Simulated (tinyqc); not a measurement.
# Zero-field barrier from two thresholds

Problem. The photoemission threshold over an interface barrier is Phi = P0 - sqrt(q F/(4 pi eps0 ei)). Find P0 and ei.

Constants: q = 1.602176634e-19 C, eps0 = 8.8541878128e-14 F/cm where lengths are in cm. Results are converted to the units shown.

thresholds at F = 0.5 and 4.7 MV/cm (eV): [4.0640505, 3.7625274]

Solution. Phi is linear in sqrt(F): the intercept is P0 and the slope gives ei.

P0 = 4.21 eV
ei = 3.38

Program tinyqc, `OMP_NUM_THREADS=1 python tinyqc.py 2410110 2410111 out.jsonl`; Intel Xeon 2.30GHz, shared host, one thread, about 0.01 s.
